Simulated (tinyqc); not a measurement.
Planar ballistic transistor, top-of-the-barrier model: one step of the calculation.

At the top of the source barrier, states moving towards the drain are filled by the source (Fermi level 0) and states moving back by the drain (Fermi level -q Vd); nothing scatters. U is the shift of the band edge there, set by the capacitances CG, CD and CS (the total) and by the charge. Parabolic two-dimensional band; the source is grounded.

Problem. Density of states, capacitances and charge at zero bias. N0 = gv m kB T/(pi hbar^2), CG = eps0 eox/tox, vT = sqrt(2 kB T/(pi m)), CS = CG/aG, n0 = n at U = 0 and Vd = 0. eta1 = -(E0 + U)/Vt, eta2 = eta1 - Vd/Vt, n = (N0/2)[F_0(eta1) + F_0(eta2)], F_0(x) = ln(1 + exp x). UL = -(aG Vg + aD Vd).

Values chosen for this exercise; mass and valleys close to those of gallium arsenide:
```
symbol,value,unit,meaning
T,400,K,temperature
m,0.0661,m0,effective mass
gv,1,,valley degeneracy
eox,16,,relative permittivity of the gate insulator
tox,1.6,nm,insulator thickness
aG,0.76,,gate control CG/CS
aD,0.112,,drain control CD/CS
E0,0.18,eV,band edge at the barrier top above the source Fermi level at zero bias
Vg,0.5,V,gate voltage
Vd,0.2,V,drain voltage
```

Constants: q = 1.602176634e-19 C, kB = 1.380649e-23 J/K, hbar = 1.054571817e-34 J s, m0 = 9.1093837015e-31 kg, Vt = kB T/q, eps0 = 8.8541878128e-14 F/cm where lengths are in cm. Results are converted to the units shown.

Wanted: N0; CG; CS; n0; UL.

Solution.

N0 = 9.5177e11 cm^-2
CG = 8.8542 uF/cm^2
CS = 11.650 uF/cm^2
n0 = 5.1223e9 cm^-2
UL = -0.40240 eV

Program tinyqc, `OMP_NUM_THREADS=1 python tinyqc.py 2400094 2400095 out.jsonl`; Intel Xeon 2.30GHz, shared host, one thread, about 0.01 s.
